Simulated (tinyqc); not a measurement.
Inside a calculation: interface roughness in a thin film (subband fluctuation and scattering). Values are carried at full precision from step to step, so a last printed digit may differ when a step is redone from the rounded ones.

Square well of width t, barriers V0, c = hbar^2/2m0: E1 solves k t + 2 atan[(k/mz)/(kappa/mb)] = pi, k = sqrt(mz E/c), kappa = sqrt(mb (V0 - E)/c). One interface is rough, so the subband edge fluctuates by G dt with G = |dE1/dt| (central difference of 0.01 angstrom; 2 E1/t for hard walls).

Constants: hbar^2/2m0 = 3.80998211 eV angstrom^2; e^2/(4 pi eps0) = 14.39964547 eV angstrom; hbar = 6.58211957e-16 eV s.

Inputs chosen for the exercise (near those of a thin Si channel on (100), two-fold valleys; not measured data):
- t = 22 angstrom (film thickness)
- mz = 0.923 m0 (confinement mass)
- V0 = 3.1 eV (barrier)
- mb = 0.47 m0 (barrier mass)
- D = 2.2 angstrom (rms height of the roughness)
- md = 0.188 m0 (mass in the plane)
- gv = 2 (valleys)
- Lc = 16 angstrom (correlation length)
- Ns = 5 x 1e12/cm^2 (sheet density)
- eps = 8.1 (mean dielectric constant at the channel)
- Lg = 150 angstrom (gate length)
- Wg = 400 angstrom (gate width)

## Sensitivity of the level to thickness

Give E1, G, the hard-wall values and the rms fluctuation G D.

E1 = 72.78 meV
G = |dE1/dt| = 6.1452 meV/angstrom

hard walls: E1 (meV) and G (meV/angstrom): 84.174  7.652

G D = 13.52 meV

Hard walls overstate G by a factor 1.25, and the scattering rate, which goes as G^2, by 1.55.

## The angular integrand

Gaussian roughness spectrum S(q) = pi D^2 Lc^2 exp(-q^2 Lc^2/4). Degenerate gas, taken to fill one subband (the second starts to fill once c kF^2/md exceeds E2 - E1, which is not tested here): kF = sqrt(2 pi Ns/gv), q = 2 kF sin(theta/2), 1/tau = (md/(2 pi c hbar)) G^2 times the integral from 0 to pi of S(q)(1 - cos theta)/eps(q)^2 dtheta, eps(q) = 1 + qs/q with screening (qs = gv md q0/(c eps), q0 = e^2/(4 pi eps0), form factors left out, which overstates the screening; other scattering is left out too, so these values lie far above measured mobilities in all but the thinnest films) or 1 without; mobility = tau c2/md with c2 = e/m0 = 1.75882e15 cm^2/(V s^2); 1e12/cm^2 = 1e-4/angstrom^2.

kF, qs, and exp(-q^2 Lc^2/4)(1 - cos theta) without and with the factor 1/eps^2 at theta = 30, 60, ..., 180 degrees.

kF = 0.03963 1/angstrom
qs = 0.1754 1/angstrom

Integrand:
```
theta  q (1/angstrom)   bare  eps(q)  screened
30             0.0205  0.130    9.55   0.00143
60             0.0396  0.452    5.43    0.0154
90             0.0560  0.818    4.13    0.0479
120            0.0686   1.11    3.56    0.0878
150            0.0766   1.28    3.29     0.118
180            0.0793   1.34    3.21     0.130
```

kF Lc = 0.63: the roughness is short-ranged for these electrons, and back-scattering dominates.

## Scattering time and mobility

Integrate over theta.

Results:
```
case      integral  tau (fs)  mobility (cm^2/(V s))
bare         2.336     244.1                   2284
screened    0.1757      3244              3.035e+04
```

Screening raises the mobility by a factor 13.3. With it kF l = 314, so by this rate the carriers are far from localisation. Phonons, and the gate field that presses carriers to the wall, limit real channels far below this value.

## Threshold variation

Averaged over an area A = Lg Wg much larger than Lc^2, the thickness varies by D sqrt(pi Lc^2/A), so sigma(Vt) = G D Lc sqrt(pi/A)/e; the Pelgrom coefficient is sigma sqrt(A) (1 micrometre = 1e4 angstrom).

rms of the mean thickness = 0.255 angstrom
sigma(Vt) = 1.565 mV
coefficient = 0.0383 mV micrometre

The electrostatic effect of the thickness is left out.

## Checks

- G from the envelope at the wall, psi(t/2)^2 (E1 + c mz (kappa/mb)^2), against the difference quotient, meV/angstrom: both 6.145.
- Bare integral for Lc -> 0 against pi: both 3.1416.

tinyqc: `OMP_NUM_THREADS=1 python tinyqc.py 1250640 1250641 out.jsonl`; about 0.01 s, one thread, shared Intel(R) Xeon(R) Processor @ 2.30GHz.
